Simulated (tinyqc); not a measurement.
# Capacitance of parallel on-chip lines from Laplace's equation on a mesh, step by step

Computed by the program tinyqc: `OMP_NUM_THREADS=1 python tinyqc.py 2790168 2790169 out.jsonl`, one thread of a shared Intel Xeon 2.30GHz, about 1 s for the whole run. Printed values are rounded.

Cross-section of an endless row of equal lines between two grounded planes; neighbours are driven in antiphase (+1 V and -1 V), so the plane midway between two lines is at 0 V. By symmetry one quarter is solved: x runs from the centre of a line (column 0, mirror) to that midplane (column 3, 0 V), y from the mid-height of the line (row 0, mirror) to the ground plane (row 4, 0 V). The line fills columns 0 to 1 and rows 0 to 1 at 1 V. Cells beside the line (below row 1) have e2, cells above have e1. Each link between nodes has the conductance g = mean permittivity of the two cells beside it (a cell beyond a mirror counts as 0), and the free nodes obey sum g (V_neighbour - V) = 0.

Parameters, values chosen for the exercise: relative permittivity above and below the lines e1 = 2.7; relative permittivity between the lines e2 = 2.4; over-relaxation factor om = 1.

Constants: eps0 = 8.8541878128e-12 F/m. Results are converted to the units shown.

## Link conductances

gx[j, i] joins node (row j, column i) to column i + 1, gy[j, i] to row j + 1.

gx:

|  | col 0 | col 1 | col 2 |
|---|---|---|---|
| row 0 | 1.2 | 1.2 | 1.2 |
| row 1 | 2.55 | 2.55 | 2.55 |
| row 2 | 2.7 | 2.7 | 2.7 |
| row 3 | 2.7 | 2.7 | 2.7 |
| row 4 | 1.35 | 1.35 | 1.35 |

gy:

|  | col 0 | col 1 | col 2 | col 3 |
|---|---|---|---|---|
| row 0 | 1.2 | 2.4 | 2.4 | 1.2 |
| row 1 | 1.35 | 2.7 | 2.7 | 1.35 |
| row 2 | 1.35 | 2.7 | 2.7 | 1.35 |
| row 3 | 1.35 | 2.7 | 2.7 | 1.35 |

## Iteration 1: relaxation sweep

V at the start (V):

|  | col 0 | col 1 | col 2 | col 3 |
|---|---|---|---|---|
| row 0 | 1 | 1 | 0 | 0 |
| row 1 | 1 | 1 | 0 | 0 |
| row 2 | 0 | 0 | 0 | 0 |
| row 3 | 0 | 0 | 0 | 0 |
| row 4 | 0 | 0 | 0 | 0 |

One sweep visits the free nodes row by row from row 0, left to right, and replaces V by V + om (weighted mean of the neighbours - V), using new values at once.

V after sweep 1 (V):

|  | col 0 | col 1 | col 2 | col 3 |
|---|---|---|---|---|
| row 0 | 1.000000 | 1.000000 | 0.250000 | 0.000000 |
| row 1 | 1.000000 | 1.000000 | 0.308824 | 0.000000 |
| row 2 | 0.250000 | 0.312500 | 0.155331 | 0.000000 |
| row 3 | 0.062500 | 0.093750 | 0.062270 | 0.000000 |
| row 4 | 0.000000 | 0.000000 | 0.000000 | 0.000000 |

## Iteration 2: relaxation sweep

As before.

V after sweep 2 (V):

|  | col 0 | col 1 | col 2 | col 3 |
|---|---|---|---|---|
| row 0 | 1.000000 | 1.000000 | 0.404412 | 0.000000 |
| row 1 | 1.000000 | 1.000000 | 0.386273 | 0.000000 |
| row 2 | 0.421875 | 0.417739 | 0.216570 | 0.000000 |
| row 3 | 0.152344 | 0.158088 | 0.093665 | 0.000000 |
| row 4 | 0.000000 | 0.000000 | 0.000000 | 0.000000 |

## Course of the relaxation

Stop when no node changes by 1e-7 V. C = 4 eps0 sum g (difference of V along the link)^2, in aF/um.

Course of the iteration:

| sweep | C (aF/um) | largest change (V) |
|---|---|---|
| 1 | 167.0447 | 0.312 |
| 2 | 145.9999 | 0.172 |
| 3 | 142.1980 | 0.0751 |
| 4 | 141.3230 | 0.0378 |
| 5 | 141.1171 | 0.0187 |
| 6 | 141.0688 | 9.14e-3 |
| 7 | 141.0574 | 4.44e-3 |
| 8 | 141.0547 | 2.15e-3 |
| 9 | 141.0541 | 1.04e-3 |
| ... | ... | ... |
| 14 | 141.0539 | 2.77e-5 |
| 15 | 141.0539 | 1.34e-5 |
| 16 | 141.0539 | 6.50e-6 |
| 17 | 141.0539 | 3.14e-6 |
| 18 | 141.0539 | 1.52e-6 |
| 19 | 141.0539 | 7.37e-7 |
| 20 | 141.0539 | 3.57e-7 |
| 21 | 141.0539 | 1.73e-7 |
| 22 | 141.0539 | 8.36e-8 |

Converged in 22 sweeps. Over the last four sweeps the change shrinks by about 0.48 a sweep. C comes down from above, since the solution minimises the energy.

## Capacitance per length

converged V (V):

|  | col 0 | col 1 | col 2 | col 3 |
|---|---|---|---|---|
| row 0 | 1.000000 | 1.000000 | 0.465047 | 0.000000 |
| row 1 | 1.000000 | 1.000000 | 0.430093 | 0.000000 |
| row 2 | 0.571238 | 0.515313 | 0.266977 | 0.000000 |
| row 3 | 0.254328 | 0.223036 | 0.122503 | 0.000000 |
| row 4 | 0.000000 | 0.000000 | 0.000000 | 0.000000 |

C = 4 eps0 sum g (difference of V)^2 over all links (twice the energy of the four quarters, line at 1 V). Plate estimate without fringing: eps0 [2 e1 w/hd + 2 e2 t/(s/2)], w = 2 hx, t = 2 hx, s/2 = 2 hx, hd = 3 hx.

C = 141.0539 aF/um
plate estimate = 74.37518 aF/um

C depends on the shape only, not on the mesh step hx. Meshes 6, 12 and 24 times finer extrapolate (Aitken) to 129.0 aF/um; this mesh is 9.3 % above that, and the plate estimate is 42 % below it.
